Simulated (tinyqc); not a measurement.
Plane-wave Kohn-Sham cycle with exchange-only LDA in a layered model solid, step by step. Computed by tinyqc, a small Python program that keeps every step. Settings: points = 16, plane-wave index or count = 3, electrons = 2, k points = 1, area = 15.0, mixing = 1.0, iteration cap = 55. Command: `OMP_NUM_THREADS=1 python tinyqc.py 30792 30793 out.jsonl` (the two numbers bound the seeds that draw the settings). One thread of a shared host (Intel(R) Xeon(R) Processor @ 2.60GHz), about 0.01 s of CPU time with the checks. Later iterations appear only in the table of the cycle.

## Iteration 1: potential

A solid whose potential varies along x alone (atomic units):
```
parameter                      value
period a                    4.000000
cross-section of the cell  15.000000
electrons per cell                 2
grid points                       16
plane waves -n..n, n               3
k points                           1
V1 in V1 cos(2 pi x/a)     -0.110000
```

density at the start, on the grid x_j = j a/N (e/bohr^3): [0.033333, 0.033333, 0.033333, 0.033333, 0.033333, 0.033333, 0.033333, 0.033333, 0.033333, 0.033333, 0.033333, 0.033333, 0.033333, 0.033333, 0.033333, 0.033333]

V_H(G) = 4 pi rho(G)/G^2 for G != 0 (uniform background); v_x = -(3 rho/pi)^(1/3); V = V_ext + V_H + v_x; Fourier components f(G_m) = (1/N) sum_j f(x_j) exp(-i G_m x_j).

Potentials on the grid (hartree):
```
x         V_ext     V_H      v_x        V
0.0000  -0.1100  0.0000  -0.3169  -0.4269
0.2500  -0.1016  0.0000  -0.3169  -0.4185
0.5000  -0.0778  0.0000  -0.3169  -0.3947
0.7500  -0.0421  0.0000  -0.3169  -0.3590
1.0000        0  0.0000  -0.3169  -0.3169
1.2500   0.0421  0.0000  -0.3169  -0.2748
1.5000   0.0778  0.0000  -0.3169  -0.2391
1.7500   0.1016  0.0000  -0.3169  -0.2153
2.0000   0.1100  0.0000  -0.3169  -0.2069
2.2500   0.1016  0.0000  -0.3169  -0.2153
2.5000   0.0778  0.0000  -0.3169  -0.2391
2.7500   0.0421  0.0000  -0.3169  -0.2748
3.0000        0  0.0000  -0.3169  -0.3169
3.2500  -0.0421  0.0000  -0.3169  -0.3590
3.5000  -0.0778  0.0000  -0.3169  -0.3947
3.7500  -0.1016  0.0000  -0.3169  -0.4185
```

V(G_m), m = 0, 1, 2, ... (hartree): [-0.3169, -0.0550, 0.0000, 0.0000, 0.0000, 0.0000, 0.0000]

## Iteration 1: Hamiltonian at one k

k = 0.0000 2 pi / a

H(m,m') = (k + G_m)^2/2 delta + V(G_m - G_m'), with V(-G) = V(G).

H (hartree), order -3, -2, -1, +0, +1, +2, +3:
$$\begin{pmatrix}
10.7864 & -0.0550 & 0.0000 & 0.0000 & 0.0000 & 0.0000 & 0.0000 \\
-0.0550 & 4.6179 & -0.0550 & 0.0000 & 0.0000 & 0.0000 & 0.0000 \\
0.0000 & -0.0550 & 0.9168 & -0.0550 & 0.0000 & 0.0000 & 0.0000 \\
0.0000 & 0.0000 & -0.0550 & -0.3169 & -0.0550 & 0.0000 & 0.0000 \\
0.0000 & 0.0000 & 0.0000 & -0.0550 & 0.9168 & -0.0550 & 0.0000 \\
0.0000 & 0.0000 & 0.0000 & 0.0000 & -0.0550 & 4.6179 & -0.0550 \\
0.0000 & 0.0000 & 0.0000 & 0.0000 & 0.0000 & -0.0550 & 10.7864
\end{pmatrix}$$

## Iteration 1: levels at that k

Diagonalise the Hermitian matrix.

eigenvalues (hartree): [-0.3218, 0.9160, 0.9208, 4.6182, 4.6182, 10.7869, 10.7869]

## Iteration 1: new density

Motion across x is left out: the lowest 1 band(s) hold two electrons at each of the k points (j + 1/2)/nk - 1/2. Residual R = rho(out) - rho(in); rho(new) = rho(in) + 1 R. rho(out) = 2/(a A nk) sum |psi|^2 with psi = sum c exp(i G x). Harris energy E = band energy - dV sum rho (V_H/2 + v_x) + (3/4) dV sum rho v_x with rho(in), dV = a A/N, band energy = (2/nk) sum of the filled levels.

rho(out) (e/bohr^3): [0.039437, 0.038928, 0.037505, 0.035450, 0.033137, 0.030938, 0.029161, 0.028017, 0.027624, 0.028017, 0.029161, 0.030938, 0.033137, 0.035450, 0.037505, 0.038928]

density after iteration 1 (e/bohr^3): [0.039437, 0.038928, 0.037505, 0.035450, 0.033137, 0.030938, 0.029161, 0.028017, 0.027624, 0.028017, 0.029161, 0.030938, 0.033137, 0.035450, 0.037505, 0.038928]

energy per cell = -0.485154 hartree

## Iteration 2: potential

As before.

Potentials on the grid (hartree):
```
x         V_ext        V_H      v_x        V
0.0000  -0.1100     0.0303  -0.3352  -0.4149
0.2500  -0.1016     0.0280  -0.3337  -0.4074
0.5000  -0.0778     0.0213  -0.3296  -0.3861
0.7500  -0.0421     0.0113  -0.3235  -0.3543
1.0000        0  -2.51e-04  -0.3163  -0.3165
1.2500   0.0421    -0.0117  -0.3091  -0.2787
1.5000   0.0778    -0.0213  -0.3031  -0.2466
1.7500   0.1016    -0.0276  -0.2991  -0.2251
2.0000   0.1100    -0.0298  -0.2977  -0.2175
2.2500   0.1016    -0.0276  -0.2991  -0.2251
2.5000   0.0778    -0.0213  -0.3031  -0.2466
2.7500   0.0421    -0.0117  -0.3091  -0.2787
3.0000        0  -2.51e-04  -0.3163  -0.3165
3.2500  -0.0421     0.0113  -0.3235  -0.3543
3.5000  -0.0778     0.0213  -0.3296  -0.3861
3.7500  -0.1016     0.0280  -0.3337  -0.4074
```

V(G_m), m = 0, 1, 2, ... (hartree): [-0.3164, -0.0493, 0.0001, 0.0000, 0.0000, 0.0000, 0.0000]

## Iteration 2: Hamiltonian at one k

k = 0.0000 2 pi / a

As before.

H (hartree), order -3, -2, -1, +0, +1, +2, +3:
$$\begin{pmatrix}
10.7869 & -0.0493 & 0.0001 & 0.0000 & 0.0000 & 0.0000 & 0.0000 \\
-0.0493 & 4.6184 & -0.0493 & 0.0001 & 0.0000 & 0.0000 & 0.0000 \\
0.0001 & -0.0493 & 0.9173 & -0.0493 & 0.0001 & 0.0000 & 0.0000 \\
0.0000 & 0.0001 & -0.0493 & -0.3164 & -0.0493 & 0.0001 & 0.0000 \\
0.0000 & 0.0000 & 0.0001 & -0.0493 & 0.9173 & -0.0493 & 0.0001 \\
0.0000 & 0.0000 & 0.0000 & 0.0001 & -0.0493 & 4.6184 & -0.0493 \\
0.0000 & 0.0000 & 0.0000 & 0.0000 & 0.0001 & -0.0493 & 10.7869
\end{pmatrix}$$

## Iteration 2: levels at that k

As before.

eigenvalues (hartree): [-0.3203, 0.9166, 0.9207, 4.6187, 4.6187, 10.7873, 10.7873]

## Iteration 2: new density

As before.

rho(out) (e/bohr^3): [0.038795, 0.038344, 0.037081, 0.035250, 0.033177, 0.031196, 0.029585, 0.028544, 0.028185, 0.028544, 0.029585, 0.031196, 0.033177, 0.035250, 0.037081, 0.038344]

density after iteration 2 (e/bohr^3): [0.038795, 0.038344, 0.037081, 0.035250, 0.033177, 0.031196, 0.029585, 0.028544, 0.028185, 0.028544, 0.029585, 0.031196, 0.033177, 0.035250, 0.037081, 0.038344]

energy per cell = -0.484252 hartree

## Convergence

Stop when sqrt(dV sum R^2) is below 1e-8, dV = a A/N.

Course of the cycle:
```
iteration  E (hartree)  norm of the residual
1            -0.485154              3.24e-02
2            -0.484252              3.30e-03
3            -0.484243              3.34e-04
4            -0.484243              3.39e-05
5            -0.484243              3.43e-06
6            -0.484243              3.48e-07
7            -0.484243              3.53e-08
8            -0.484243              3.58e-09
```

Converged in 8 iterations. Before convergence this energy mixes input and output and is not variational, so it may rise towards its limit.
